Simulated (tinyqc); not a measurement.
Inside a calculation. Model: implant damage, amorphisation by cascade overlap, and solid-phase epitaxial regrowth. Computed by tinyqc, a small Python program that keeps every step. Command: `OMP_NUM_THREADS=1 python tinyqc.py 3110472 3110473 out.jsonl sper walk`. One thread of a shared host (Intel(R) Xeon(R) Processor @ 2.30GHz), about 0.01 s of CPU time with the checks. Intermediate numbers are printed to about 7 digits and carried at full precision; extremes and crossings named in words are read from the listed rows.

Range and width of the damage are inputs. Dynamic annealing enters only through the surviving share f.

Inputs (values chosen for the exercise, modelled on indium ions in silicon): atomic density N = 49.9 1/nm^3; ion Z1 = 49; ion mass M1 = 114.8 u; target Z2 = 14; target mass M2 = 28.09 u; ion energy E = 140 keV; displacement energy E_d = 13 eV; depth of the damage peak R_d = 65 nm; width of the damage profile s_d = 41 nm; share of defects that survive f = 0.83; critical displaced share x_c = 0.19; dose Q = 6.9e+14 1/cm^2; overlaps needed n = 1; area amorphised by one track A_i = 1.1 nm^2; regrowth prefactor v0 = 4.2e+15 nm/s; regrowth energy E_a = 2.7 eV; anneal temperature = 580 C; rate relative to (100) = 1; peak enhancement by the dopant = 8; ramp rate = 5.2 K/s.

Constants: a_0 = 0.529177210903 angstrom; e^2/(4 pi eps_0) = 14.39964548 eV angstrom; k_B = 8.617333262e-05 eV/K.

## Damage energy and displacements per ion

Robinson partition: eps = E a M2/(Z1 Z2 (e^2/(4 pi eps_0)) (M1 + M2)), a = 0.8853 a_0/sqrt(Z1^(2/3) + Z2^(2/3)); k = 0.0793 Z1^(2/3) Z2^(1/2) (M1 + M2)^(3/2)/((Z1^(2/3) + Z2^(2/3))^(3/4) M1^(3/2) M2^(1/2)); damage energy T_d = E/(1 + k (eps + 0.40244 eps^(3/4) + 3.4008 eps^(1/6))); displacements nu = 0.8 T_d/(2 E_d).

reduced energy eps = 0.2978865

k = 0.1134970

damage energy T_d = 102.3646 keV

T_d/E = 0.7311761

displacements per ion nu = 3149.681

27 % of the energy goes to electrons.

## The amorphous layer

Displaced share x(z) = f nu Q exp(-(z - R_d)^2/(2 s_d^2))/(sqrt(2 pi) s_d N); the layer is amorphous where x > x_c, between R_d -/+ s_d sqrt(2 ln(x_max/x_c)), the upper edge being cut at the surface. Threshold dose Q_c = Q x_c/x_max.

peak displaced share x_max = 3.517382

threshold dose Q_c = 3.727204e+13 1/cm^2

upper edge = 0 nm

lower edge = 164.0546 nm

The layer reaches the surface. Caution: x above 1 counts atoms displaced more than once.

## Damage left below the interface

Displaced atoms per area beyond the lower edge z2: f nu Q (1/2) erfc((z2 - R_d)/(sqrt2 s_d)); they are not removed by regrowth.

share of the damage beyond z2 = 0.007846744

displaced atoms beyond z2 = 1.415413e+16 1/cm^2

## Layer against dose

The formulas are those given above.

Dose series; the last column is f nu Q erfc((z2 - R_d)/(sqrt2 s_d))/2:
```
Q (1/cm^2)     x_max  upper edge (nm)  lower edge (nm)  displaced atoms beyond z2 (1/cm^2)
4.10e+13    0.209004         47.09764          82.9024                        3.549764e+16
5.59e+13    0.284959         28.08539         101.9146                        2.688391e+16
9.32e+13    0.475101          9.49066         120.5093                        2.141322e+16
1.49e+14    0.759551          0.00000         133.2549                        1.868959e+16
2.61e+14    1.330488          0.00000         145.8912                        1.654636e+16
4.47e+14    2.278652          0.00000         156.3907                        1.508094e+16
9.32e+14    4.751014          0.00000         169.0316                        1.360683e+16
1.86e+15    9.481637          0.00000         179.6548                        1.256128e+16
```

A dose 45 times larger moves the lower edge from 82.9 to 180 nm, as the root of a logarithm, and the damage beyond it falls by a factor 2.8, since the edge lies on an ever steeper tail. The layer reaches the surface at Q_c exp(R_d^2/(2 s_d^2)) = 1.31e14 per cm^2.

## Overlap model

Gibbons model: a point turns amorphous after n + 1 hits; with y = A_i Q the amorphous share is 1 - exp(-y) sum_(k=0..n) y^k/k!. Doses are set by y.

Amorphous share:
```
y      Q (1/cm^2)  direct impact (n = 0)    given n
0.1  9.090909e+12              0.0951626  0.0046788
0.3  2.727273e+13              0.2591818  0.0369363
0.6  5.454545e+13              0.4511884  0.1219014
1.0  9.090909e+13              0.6321206  0.2642411
2.0  1.818182e+14              0.8646647  0.5939942
3.0  2.727273e+14              0.9502129  0.8008517
5.0  4.545455e+14              0.9932621  0.9595723
8.0  7.272727e+14              0.9996645  0.9969808
```

At small y the share grows as y^2; between the first rows the exponent is 1.88.

## Isothermal regrowth

v = v0 x orientation factor x exp(-E_a/(k_B T)) x [1 + (enhancement - 1) exp(-(z - R_d)^2/(2 s_d^2))], T = anneal temperature + 273.15 K; the dopant is taken to follow the damage profile; the lower front moves from the lower edge z2 to the surface, or to the middle (z1 + z2)/2 of a buried layer with upper edge z1; time = int dz/v; the equivalent undoped distance is that time times the undoped velocity.

undoped velocity = 0.4716822 nm/s

distance to regrow = 164.0546 nm

time without enhancement = 347.8076 s

equivalent undoped distance = 41.74490 nm

time with enhancement = 88.50218 s

The rate doubles for each 16 K or so near this temperature.

## Regrowth during a ramp

On a linear ramp from 200 C regrowth ends at the T_f where int v_undoped dT/(ramp rate) equals the equivalent undoped distance.

temperature at which regrowth ends = 652.5665 C

Checks made by the program: tail against quadrature of x(z) N (relative difference below 1e-10).
